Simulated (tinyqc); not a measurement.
Overlap of hydrogenic dopants: pairs, impurity band and the Mott density: one step. A pair with one electron. Three cases, with inputs chosen for the exercise.

Problem. Form S, J, Kx, the two levels, t, and the total energy of the lower state with the repulsion, relative to a distant pair (-1).

Ry* = Ry m/eps^2, aB = a0 eps/m. For 1s orbitals a distance rho = R/aB apart, in Ry*: overlap S = exp(-rho)(1 + rho + rho^2/3), J = (2/rho)(1 - (1 + rho) exp(-2 rho)) (attraction to the other ion), Kx = 2 (1 + rho) exp(-rho) (exchange of one electron). One electron on a pair has E = -1 - (J +/- Kx)/(1 +/- S), without the repulsion 2/rho of the ions. Hopping after orthogonalisation: t = (Kx - S J)/(1 - S^2), half the splitting. Dopants on a lattice with z neighbours, n = 1/R^3 (simple cubic), give a band of width B = 2 z t, as on any lattice of two interpenetrating sublattices. Valleys, central cells and disorder are left out.

Case 1.

Values chosen (out of a larger set: an isotropic mass and dielectric constant of the size used for donors in GaAs; not measured data): rho = 3.2 aB (distance of a pair).

Ry* = 6.18243 meV
aB = 93.16500 angstrom

Case 2.

Values chosen (out of a larger set: an isotropic mass and dielectric constant of the size used for donors in Ge; not measured data): rho = 4.4 aB (distance of a pair).

Ry* = 6.34272 meV
aB = 73.23435 angstrom

Case 3.

Values chosen (out of a larger set: an isotropic mass and dielectric constant of the size used for donors in GaAs; not measured data): rho = 3.2 aB (distance of a pair).

Ry* = 5.72994 meV
aB = 98.16621 angstrom

Give: S, J, Kx; levels; t; energy of the pair against a distant one (negative: bound).

Solution.

Case 1.

S, J, Kx: 0.31034  0.62064  0.34240

levels (Ry*): even -1.73496, odd -1.40344

t = 0.16576 Ry*
energy of the pair against a distant one (negative: bound) = -0.10996 Ry*

In this host the pair is 29.8 nm long and its splitting 2t is 2.05 meV.

Case 2.

S, J, Kx: 0.14553  0.45418  0.13260

levels (Ry*): even -1.51223, odd -1.37635

t = 0.06794 Ry*
energy of the pair against a distant one (negative: bound) = -0.05768 Ry*

In this host the pair is 32.2 nm long and its splitting 2t is 0.86 meV.

Case 3.

S, J, Kx: 0.31034  0.62064  0.34240

levels (Ry*): even -1.73496, odd -1.40344

t = 0.16576 Ry*
energy of the pair against a distant one (negative: bound) = -0.10996 Ry*

In this host the pair is 31.4 nm long and its splitting 2t is 1.90 meV.

Computed by tinyqc, one run a case: `OMP_NUM_THREADS=1 python tinyqc.py N N+1 out.jsonl` with N = 1450557, 1450666, 1450781; one thread of a shared Intel(R) Xeon(R) Processor @ 2.30GHz, about 0.01 s a run at most.
